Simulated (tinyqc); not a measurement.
Opening the gap, as alloying or pressure does: deep trap from a strong local potential in a two-band host (Koster-Slater model with semi-elliptic bands). Computed by tinyqc, a small Python program. Command: `OMP_NUM_THREADS=1 python tinyqc.py 3022253 3022254 out.jsonl deeptrap walk`. One thread of a shared host (Intel(R) Xeon(R) Processor @ 2.30GHz), about 0.03 s of CPU time with the checks.

The valence band spans -2 W_v to 0 and the conduction band E_g to E_g + 2 W_c. The orbital at the impurity site has weight f_v in the valence band and 1 - f_v in the conduction band, each spread as a semi-ellipse (2/(pi W^2)) sqrt(W^2 - x^2) about the band centre. The impurity adds U to this orbital. Spin is left out.

Inputs (values chosen for the exercise, with a gap close to that of 4H-SiC):

| quantity | value | unit |
|---|---|---|
| gap E_g | 3.3 | eV |
| half-width of the valence band W_v | 3.6 | eV |
| half-width of the conduction band W_c | 2.9 | eV |
| valence weight f_v of the site orbital | 0.6 | - |
| impurity potential U | -9.47 | eV |

Impurity: attractive, donor-like.

Method:
- In the gap G(E) = f_v (2/W_v^2)[x - sqrt(x^2 - W_v^2)] - (1 - f_v)(2/W_c^2)[y - sqrt(y^2 - W_c^2)], x = E + W_v, y = E_g + W_c - E.
- The trap level solves G(E) = 1/U (bisection). With D = -dG/dE = D_v + D_c, D_v = f_v (2/W_v^2)[x/sqrt(x^2 - W_v^2) - 1] and D_c = (1 - f_v)(2/W_c^2)[y/sqrt(y^2 - W_c^2) - 1], the weight on the impurity orbital is 1/(U^2 D) and the conduction-band character is D_c/D.
- The conduction band is shifted rigidly; widths, weights and U stay.

Against the gap:

| E_g (eV) | E_t (eV) | depth below E_c (eV) | conduction character |
|---|---|---|---|
| 1.65 | 1.6200 | 0.03001 | 0.94184 |
| 2.15 | 2.0882 | 0.06177 | 0.93252 |
| 2.64 | 2.5442 | 0.09582 | 0.92912 |
| 2.97 | 2.8507 | 0.11934 | 0.92849 |
| 3.30 | 3.1571 | 0.14293 | 0.92865 |
| 3.79 | 3.6124 | 0.17764 | 0.92982 |
| 4.29 | 4.0777 | 0.21228 | 0.93169 |
| 5.28 | 5.0023 | 0.27768 | 0.93631 |

As the conduction band moves up by 3.630 eV the level follows by 3.382 eV, a mean slope of 0.93; the local slope is the conduction character. A shallow donor would follow with slope 1 and a shallow acceptor with slope 0.
